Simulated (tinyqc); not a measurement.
What moves the results: Fermi-Dirac statistics of conduction electrons. A value that a table varies takes the place of the one given here.

Non-parabolic band E (1 + alpha E) = c k^2/m: n = Nc (2/sqrt(pi)) integral_0^infinity sqrt(x (1 + a x)) (1 + 2 a x) dx/(1 + exp(x - eta)) with a = alpha kT and eta = (EF - Ec)/kT; a = 0 gives n = Nc F_1/2(eta).

Constants: hbar^2/2m0 = 3.80998211 eV angstrom^2; kB = 8.617333262e-05 eV/K.

Parameters, chosen for this exercise (near those of GaAs, lowest valleys alone; the results hold for these values, not for the real material):
- m = 0.0689 m0 (density-of-states mass of the conduction band)
- T = 130 K
- alpha = 0.58 1/eV (non-parabolicity)
- m1 = 0.0689 m0 (mass of one isotropic band with spin)
- L = 80 angstrom (confinement length used to compare densities)
- n = 1.4e+17 1/cm^3 (electron density)

## Parabolic against non-parabolic filling

N = 2 (m kB T/(4 pi c))^(3/2) with c = hbar^2/2m0, in 1/angstrom^3; times 1e24 for 1/cm^3. k_F = (3 pi^2 n)^(1/3) and the energy E0 that solves E (1 + alpha E) = c k_F^2/m give the limit of zero temperature.

EF - Ec (meV):
```
n (1/cm^3)  parabolic  non-parabolic  non-parabolic, 0 K
1.0e+16         -28.4          -28.7                 2.5
5.0e+16          -9.1           -9.5                 7.2
2.0e+17          10.9           10.3                17.9
6.0e+17          34.5           33.4                36.9
2.0e+18          82.7           78.7                80.3
6.0e+18         174.2          159.0               159.9
```

Non-parabolicity lowers EF by 0.3 meV at the lowest density and by 15.1 meV at the highest, where alpha (EF - Ec) = 0.09. Temperature lowers EF below its 0 K value by 31.1 meV at the lowest density and by 0.9 meV at the highest. EF enters the band between 5e+16 and 2e+17 1/cm^3.

## Dimension (statistics of electrons in three, two and one dimensions)

One band edge at E = 0, lambda = sqrt(4 pi c/(m1 kT)) with c = hbar^2/2m0. Densities with spin: n3 = (2/lambda^3) F_1/2(eta), n2 = (2/lambda^2) F_0(eta) with F_0 = ln(1 + exp(eta)), n1 = (2/lambda) F_-1/2(eta). F_j(eta) = (1/Gamma(j + 1)) integral_0^infinity x^j dx/(1 + exp(x - eta)), which tends to exp(eta) for eta << 0.

The last two columns turn the sheet and line densities into volume densities, n2/L and n1/L^2, over n3.

Densities:
```
eta  n3 (1/cm^3)  n2 (1/cm^2)  n1 (1/cm)  (n2/L)/n3  (n1/L^2)/n3
-4      2.36e+15     5.85e+09   1.45e+04       3.10         9.63
-2      1.67e+16     4.09e+10   9.93e+04       3.06         9.27
-1      4.24e+16     1.01e+11   2.36e+05       2.98         8.69
0       9.91e+16     2.23e+11   4.86e+05       2.82         7.66
1       2.04e+17     4.23e+11   8.25e+05       2.59         6.32
2       3.66e+17     6.86e+11   1.18e+06       2.34         5.03
4       8.43e+17     1.30e+12   1.76e+06       1.92         3.25
8       2.25e+18     2.58e+12   2.54e+06       1.44         1.77
```

lambda = 249.1 angstrom

Far below the edge all three follow exp(eta), and the ratios tend to lambda/L = 3.113 and its square. From eta = 4 to 8 the densities grow by 2.67, 1.99 and 1.45, near the powers 2^(3/2), 2 and 2^(1/2) that the densities of states E^(1/2), E^0 and E^(-1/2) give. One subband serves while EF stays several kT below the second, 22.8 kT up for hard walls; rows with a larger eta, if any, overfill it.

## What moves the Fermi level

N = 2 (m kB T/(4 pi c))^(3/2) with c = hbar^2/2m0, in 1/angstrom^3; times 1e24 for 1/cm^3. Each row changes one parameter from the base and keeps the others.

Results:
```
case                parabolic EF - Ec (meV)  non-parabolic EF - Ec (meV)
base                                   5.10                         4.66
m = 0.0758 m0                          2.94                         2.52
T = 180 K                             -2.75                        -3.46
n = 2.8e+17 1/cm^3                    16.96                        16.34
alpha = 0.87 1/eV                      5.10                         4.45
```

The largest shifts from the base row, up to three for each result and ties (the steps differ in size, so this ranks the rows, not the parameters). parabolic EF - Ec (meV): n +11.87, T -7.85, m -2.16; unchanged at the printed digits by alpha. non-parabolic EF - Ec (meV): n +11.68, T -8.12, m -2.14.

Program tinyqc; command `OMP_NUM_THREADS=1 python tinyqc.py 1681512 1681513 out.jsonl`; about 0.01 s on one thread of a shared Intel(R) Xeon(R) Processor @ 2.30GHz.
